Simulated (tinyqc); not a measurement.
Worked calculation: Boltzmann transport in a parabolic band with a power-law relaxation time. Values are carried at full precision from step to step, so a last printed digit may differ when a step is redone from the rounded ones.

F_j(eta) = (1/Gamma(j + 1)) integral_0^infinity x^j dx/(1 + exp(x - eta)), which tends to exp(eta) for eta << 0.

n = N F_1/2(eta) with N = 2 (m kB T/(4 pi c))^(3/2) with c = hbar^2/2m0, in 1/angstrom^3; times 1e24 for 1/cm^3, m = md.

Constants: hbar^2/2m0 = 3.80998211 eV angstrom^2; kB = 8.617333262e-05 eV/K.

Values chosen for the exercise (masses near those of Si; tau0 is set for a mobility of the usual size at this n, kL is a free input; freeze-out and phonon drag, which matter near 77 K, are left out; not measured data):
- n = 5.5e+17 1/cm^3 (electron density)
- md = 1.058 m0 (density-of-states mass)
- T = 300 K
- r = 0.5 (exponent of tau)
- tau0 = 36 fs (tau at E = kT)
- mc = 0.262 m0 (conductivity mass)
- kL = 4.5 W/(m K) (lattice thermal conductivity)

## Reduced Fermi level

Solve for eta.

N = 2.731e+19 1/cm^3
eta = -3.8979

## Integrals for r = 0.5 (polar optical or piezoelectric scattering)

tau = tau0 x^r with x = E/kT. With K_j = Gamma(j + 1) F_j(eta): <tau> = tau0 (r + 3/2) K_(r+1/2)/((3/2) K_(1/2)); mu = <tau>/(mc m0/e), m0/e = 5.685630e-12 kg/C; Hall factor rH = (3/2) K_(1/2) (2r + 3/2) K_(2r+1/2)/((r + 3/2) K_(r+1/2))^2; Seebeck S = -(kB/e) [(r + 5/2) K_(r+3/2)/((r + 3/2) K_(r+1/2)) - eta]; Lorenz number L = (kB/e)^2 [(r + 7/2) K_(r+5/2)/((r + 3/2) K_(r+1/2)) - ((r + 5/2) K_(r+3/2)/((r + 3/2) K_(r+1/2)))^2]; kB/e in V/K. Valley anisotropy is left out of rH.

Evaluate F_j and K_j for j = 1/2, r + 1/2, r + 3/2, r + 5/2 and 2r + 1/2 (each value once).

F_j and K_j:
```
j         F_j       K_j
0.5  0.020140  0.017849
1.0  0.020182  0.020182
2.0  0.020233  0.040466
3.0  0.020258   0.12155
1.5  0.020212  0.026868
```

## Transport coefficients

Form the ratios; u is the mean energy carried, in kT.

<tau>/tau0 = 1.508
rH = 1.104
u = 3.008
S = -595.1 microvolt/K
L = 2.228 1e-8 W ohm/K^2

The non-degenerate limits are rH = 1.104, u = r + 5/2 = 3 and L = (r + 5/2)(kB/e)^2 = 2.228; the degenerate ones are rH = 1 and L = 2.443.

## Mobility, conductivity and figure of merit

mu = <tau>/(mc m0/e) with m0/e = 5.685630e-12 kg/C; sigma = e n mu, e = 1.602176634e-19 C; Hall mobility rH mu; power factor S^2 sigma; ZT = S^2 sigma T/(kL + L sigma T), all in SI units.

mu = 364 cm^2/(V s)
Hall mobility = 402 cm^2/(V s)
sigma = 32.1 S/cm
power factor = 1.14 mW/(m K^2)
electronic thermal conductivity = 0.0215 W/(m K)
ZT = 0.075

A Hall measurement read with rH = 1 would give a density of 4.98e+17 1/cm^3. Electrons carry 0.47 % of the heat. kL is far below that of crystalline Si, so ZT is too high for it.

## Checks

- Seebeck coefficient against direct integration over -df/dE (microvolt/K): both -595.1.

Computed by tinyqc, a small Python program: `OMP_NUM_THREADS=1 python tinyqc.py 1650415 1650416 out.jsonl` (the numbers bound the seed that draws the inputs); one thread of a shared host (Intel(R) Xeon(R) Processor @ 2.30GHz), about 0.01 s for the whole set of steps.
